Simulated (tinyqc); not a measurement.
Band filling: full bands against the rectangular model: Slater-Koster d bands of an fcc metal.

Slater-Koster d bands. For a bond with direction cosines (l, m, n) the 5 x 5 block is dds Ps + ddp Pp + ddd (1 - Ps - Pp), the projectors on sigma, pi and delta states about the bond; for instance <xy|xy> = 3 l^2 m^2 dds + (l^2 + m^2 - 4 l^2 m^2) ddp + (n^2 + l^2 m^2) ddd, <xy|yz> = 3 l m^2 n dds + l n (1 - 4 m^2) ddp + l n (m^2 - 1) ddd and <3z2-r2|3z2-r2> = (n^2 - (l^2 + m^2)/2)^2 dds + 3 n^2 (l^2 + m^2) ddp + (3/4)(l^2 + m^2)^2 ddd. H(k) sums the blocks times cos(k.R) over the neighbours; the d level is the zero of energy; k in 2 pi/a.

Neighbours: twelve at (a/2)(1,1,0) and equivalents.

Mesh: k = f1 b1 + f2 b2 + f3 b3 with fractions (j + 1/2)/N, j = 0 to N - 1, and b = (-1,1,1), (1,-1,1), (1,1,-1) for fcc, (0,1,1), (1,0,1), (1,1,0) for bcc, unit vectors for simple cubic. The lowest Nd/10 of all levels are filled with two electrons each; the bond energy is their sum per atom.

Inputs chosen for the exercise (of the size met in Co; the results hold for these values, not for the real material):
- dds = -0.52 eV (dd sigma)
- ddp = 0.276 eV (dd pi)
- ddd = -0.026 eV (dd delta)
- N = 10 (mesh)

W = sqrt(12 mu2) with mu2 the mean square level on the mesh; rectangular model: Fermi level W (Nd/10 - 1/2), bond energy -W Nd (10 - Nd)/20. The Fermi level of the mesh is the highest filled level.

Per atom (eV):

| Nd | EF, bands | bond energy, bands | EF, rectangle | bond energy, rectangle |
|---|---|---|---|---|
| 1 | -1.303 | -1.682 | -1.398 | -1.573 |
| 2 | -1.015 | -2.830 | -1.048 | -2.796 |
| 3 | -0.747 | -3.691 | -0.699 | -3.670 |
| 4 | -0.386 | -4.262 | -0.349 | -4.194 |
| 5 | 0.037 | -4.430 | 0.000 | -4.369 |
| 6 | 0.469 | -4.169 | 0.349 | -4.194 |
| 7 | 0.749 | -3.538 | 0.699 | -3.670 |
| 8 | 1.075 | -2.625 | 1.048 | -2.796 |
| 9 | 1.316 | -1.424 | 1.398 | -1.573 |

W = 3.495 eV
full width on the mesh = 4.090 eV

How do the results move, and what explains it?

The bond energy is deepest at Nd = 5 (-4.430 eV); the rectangle has its minimum at 5. The two differ most at Nd = 8, by 0.171 eV or 4 % of the deepest value: the second moment fixes the parabola, and higher moments the rest. At Nd = 3 and 7 the bands give -3.691 and -3.538 eV, a skew towards less than half filling.

(tinyqc, `OMP_NUM_THREADS=1 python tinyqc.py 1480643 1480644 out.jsonl`, Intel(R) Xeon(R) Processor @ 2.30GHz, 1 thread, shared host, about 0.07 s.)
